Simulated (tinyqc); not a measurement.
Undoped gate-all-around wire MOSFET, analytic charge model: course of the iteration: charge at the source by Newton steps.

An undoped round wire of radius R under an insulator shell and a surrounding gate; long channel, electrons only, n = ni exp((psi - V)/Vt) with V the quasi-Fermi potential (0 at the source, Vd at the drain), constant mobility, no quantisation. The radial Poisson equation gives n(r) = n(0)/(1 - (1 - b) r^2/R^2)^2 with b = Q0/(Q + Q0). Q is the electron charge per area of the wire surface.

With V = 0: f = Q/Cox + Vt ln(Q/Q0) + Vt ln(1 + Q/Q0) - (Vg - V0); f' = 1/Cox + Vt/Q + Vt/(Q + Q0); Q(new) = Q - f/f'.

Stop when Q changes by less than 1e-8 nC/cm^2, or after 40 iterations.

Parameters, values chosen for the exercise:
```
symbol  value  unit       meaning
T         300     K   temperature
Vg       0.68     V  gate voltage
```

Constants: q = 1.602176634e-19 C, kB = 1.380649e-23 J/K, Vt = kB T/q. Results are converted to the units shown.

Q at the start = 5.3 nC/cm^2
Cox = 2.49357 uF/cm^2
Q0 = 52.6466 nC/cm^2
V0 = 0.645989 V

Course of the iteration:
```
iteration  Q (nC/cm^2)  |change| (nC/cm^2)
1              20.8040                15.5
2              41.3793                20.6
3              48.0283                6.65
4              48.3322               0.304
5              48.3327             5.31e-4
6              48.3327             1.61e-9
```

Did this iteration meet its convergence test, and what does its course show?

Yes. Converged in 6 iterations. At the end the number of correct digits about doubles with each step.

Numbers from tinyqc (`OMP_NUM_THREADS=1 python tinyqc.py 2460094 2460095 out.jsonl`; about 0.02 s on one thread of a shared Intel Xeon 2.30GHz).
